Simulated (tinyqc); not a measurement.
Tight binding, kagome lattice, step by step. One step of it, computed by the program tinyqc.

Question. Bloch Hamiltonian at K. H_AB = -t1 - t2 exp(-i k.a1), H_AC = -t1 - t2 exp(-i k.a2), H_BC = -t1 - t2 exp(i k.(a1 - a2)), H_CC = delta.

Parameters chosen for this model:

| parameter | value | unit |
|---|---|---|
| t1 | 1.140000 | eV, up triangles |
| t2 | 1.140000 | eV, down triangles |
| delta | -0.860000 | eV on site C |

k point K (fractions of the reciprocal vectors): 0.333333  0.666667

Give: H(k) at K.

Answer.

H(k) at K (eV), lower triangle (Hermitian):
```
                 A                B        C
A           0.0000
B  -0.5700-0.9873i           0.0000
C  -0.5700+0.9873i  -0.5700-0.9873i  -0.8600
```
